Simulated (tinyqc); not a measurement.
Worked calculation: tight binding, honeycomb lattice. One step of it, computed by the program tinyqc.

Question. Levels at k. Diagonalise the Hermitian matrix.

H(k) at k (eV), order A, B:
$$\begin{pmatrix}
-0.545290 & -4.316168-3.521877i \\
-4.316168+3.521877i & -0.545290
\end{pmatrix}$$

Give: eigenvalues; weights |c|^2 of the basis functions.

Answer.

eigenvalues (eV): [-6.116, 5.025]

weights |c|^2 of the basis functions, order A, B:
$$\begin{pmatrix}
0.500 & 0.500 \\
0.500 & 0.500
\end{pmatrix}$$
